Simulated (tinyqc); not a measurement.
From results back to parameters: pi bands of a honeycomb layer in tight binding. Three cases, with inputs chosen for the exercise.

Problem. With nearest hopping t, overlap s0 of neighbours and w the size of the sum of the three phase factors, the levels are -t w/(1 + s0 w) and t w/(1 - s0 w). The levels at Gamma (w = 3) come from hidden t and s0.

Case 1.

levels at Gamma (eV): lower -6.48903, upper 11.43646

Case 2.

levels at Gamma (eV): lower -7.41573, upper 12.25464

Case 3.

levels at Gamma (eV): lower -5.41821, upper 11.27889

Find: t, s0; difference at M (w = 1).

Solution. The reciprocals of the sizes add to 2/(3t) and differ by 2 s0/t.

Case 1.

t, s0: 2.760  0.092

difference at M (w = 1) = 5.567 eV

Case 2.

t, s0: 3.080  0.082

difference at M (w = 1) = 6.202 eV

Case 3.

t, s0: 2.440  0.117

difference at M (w = 1) = 4.948 eV

Computed by tinyqc, one run a case: `OMP_NUM_THREADS=1 python tinyqc.py N N+1 out.jsonl` with N = 1451228, 1451301, 1451388; one thread of a shared Intel(R) Xeon(R) Processor @ 2.30GHz, about 0.01 s a run at most.
